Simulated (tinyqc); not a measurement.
MOS structure on a p-type body, non-linear Poisson equation by Newton steps: one step of the calculation.

One dimension, insulator interface at x = 0, acceptor density Na, uniform, net doping C = -(acceptor density). psi is counted from the intrinsic level: n = ni exp((psi - Vb)/Vt), p = ni exp(-psi/Vt); deep in the body psi_b = -Vt ln(Na/ni). The gate acts through Cox = eps0 eox/tox and has the potential psi_G = Vg - (phiM - chi - Vt ln(Nc/ni)). Boltzmann statistics, full ionisation, classical densities, no oxide or interface charge. Acceptors in real wide-gap material are deep and only partly ionised in the neutral body.

Task. Scales and end potentials. ni = sqrt(Nc Nv) exp(-Eg/(2 Vt)), Eg in volts; Cox, psi_G and psi_b as defined.

Inputs (values chosen for the exercise); band and dielectric values close to those of 4H silicon carbide:
- T = 300 K (temperature)
- Eg = 3.25 eV (band gap)
- Nc = 1.68e19 cm^-3 (conduction-band density of states at T)
- Nv = 2.5e19 cm^-3 (valence-band density of states at T)
- chi = 3.62 eV (electron affinity)
- Na = 1.2e16 cm^-3 (acceptor density deep in the body)
- eox = 3.9 (relative permittivity of the gate insulator (close to silicon dioxide))
- tox = 7.9 nm (insulator thickness)
- phiM = 3.98 eV (gate work function)
- Vg = 0 V (gate voltage against the body)

Constants: q = 1.602176634e-19 C, kB = 1.380649e-23 J/K, Vt = kB T/q, eps0 = 8.8541878128e-14 F/cm where lengths are in cm. Results are converted to the units shown.

Give: ni; Cox; psi_G; psi_b.

Result.

ni = 1.0300e-8 cm^-3
Cox = 0.43711 uF/cm^2
psi_G = 1.2599 V
psi_b = -1.4326 V

Program tinyqc, `OMP_NUM_THREADS=1 python tinyqc.py 2080112 2080113 out.jsonl`; Intel Xeon 2.30GHz, shared host, one thread, about 0.6 s.
